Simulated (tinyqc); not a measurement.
Free and nearly free electrons in a metal: one step. Two plane waves near the face. Five cases, with inputs chosen for the exercise.

Task: Build H for k along G, diagonalise, and give the weight of the first wave in the lower state and its velocity along G relative to a free electron, (w k + (1 - w)(k - G))/k.

Two plane waves k and k - G, G = (111) (2 pi/a): H = [[c k^2/m, V], [V, c (k - G)^2/m]] with c = hbar^2/2m0.
Constants: hbar^2/2m0 = 3.80998211 eV angstrom^2.

Give: H; levels; w; v/v_free.

Case 1.

Values chosen (near those of Ag, whose d bands this model ignores; not measured data): a = 4.066 angstrom (fcc lattice constant); m = 1 m0 (mass); V = 0.85 eV (|V_G| for G = (111)); x = 0.98 (k along G as a share of |G|/2).

Result:

H (eV):
```
        1       2
1  6.5533  0.8500
2  0.8500  7.0992
```

levels (eV): 5.9335  7.7190

w = 0.6529
v/v_free = 0.2916

The splitting is 1.785 eV here and 2V = 1.7 eV on the face, where the normal velocity vanishes. There the lower band lies at 5.974 eV, above the free EF of 5.558 eV, so the Fermi surface does not reach the face. The real noble metals have necks on these faces, through a gap of 4 to 5 eV at L and their d bands.

Case 2.

Values chosen (near those of Al; not measured data): a = 4.073 angstrom (fcc lattice constant); m = 1 m0 (mass); V = 0.5 eV (|V_G| for G = (111)); x = 0.86 (k along G as a share of |G|/2).

Result:

H (eV):
```
        1       2
1  5.0294  0.5000
2  0.5000  8.8374
```

levels (eV): 4.9648  8.9020

w = 0.9836
v/v_free = 0.9619

The splitting is 3.937 eV here and 2V = 1 eV on the face, where the normal velocity vanishes. There the lower band lies at 6.300 eV and the upper at 7.300 eV, both below the free EF of 11.521 eV: the face centre is filled in both bands and band 2 holds electrons here, while band 1 may keep holes at the zone corners.

Case 3.

Values chosen (near those of Co, whose d bands this model ignores; not measured data): a = 3.527 angstrom (fcc lattice constant); m = 1 m0 (mass); V = 0.49 eV (|V_G| for G = (111)); x = 0.74 (k along G as a share of |G|/2).

Result:

H (eV):
```
        1        2
1  4.9659   0.4900
2  0.4900  14.3971
```

levels (eV): 4.9405  14.4225

w = 0.9973
v/v_free = 0.9928

The splitting is 9.482 eV here and 2V = 0.98 eV on the face, where the normal velocity vanishes. There the lower band lies at 8.578 eV and the upper at 9.558 eV, both below the free EF of 11.725 eV: the face centre is filled in both bands and band 2 holds electrons here, while band 1 may keep holes at the zone corners.

Case 4.

Values chosen (near those of Au, whose d bands this model ignores; not measured data): a = 4.066 angstrom (fcc lattice constant); m = 1 m0 (mass); V = 2.07 eV (|V_G| for G = (111)); x = 0.63 (k along G as a share of |G|/2).

Result:

H (eV):
```
        1        2
1  2.7083   2.0700
2  2.0700  12.8071
```

levels (eV): 2.3004  13.2149

w = 0.9626
v/v_free = 0.8814

The splitting is 10.914 eV here and 2V = 4.14 eV on the face, where the normal velocity vanishes. There the lower band lies at 4.754 eV, below the free EF of 5.558 eV, so by this test the Fermi surface touches the face (V is large against EF, which it lowers, so the test is rough). The real noble metals have necks on these faces, through a gap of 4 to 5 eV at L and their d bands.

Case 5.

Values chosen (near those of Al; not measured data): a = 4.011 angstrom (fcc lattice constant); m = 1 m0 (mass); V = 0.45 eV (|V_G| for G = (111)); x = 0.96 (k along G as a share of |G|/2).

Result:

H (eV):
```
        1       2
1  6.4622  0.4500
2  0.4500  7.5841
```

levels (eV): 6.3040  7.7423

w = 0.8900
v/v_free = 0.7709

The splitting is 1.438 eV here and 2V = 0.9 eV on the face, where the normal velocity vanishes. There the lower band lies at 6.562 eV and the upper at 7.462 eV, both below the free EF of 11.880 eV: the face centre is filled in both bands and band 2 holds electrons here, while band 1 may keep holes at the zone corners.

Computed by tinyqc, one run a case: `OMP_NUM_THREADS=1 python tinyqc.py N N+1 out.jsonl` with N = 1681369, 1681476, 1682095, 1682375, 1682448; one thread of a shared Intel(R) Xeon(R) Processor @ 2.30GHz, about 0.01 s a run at most.
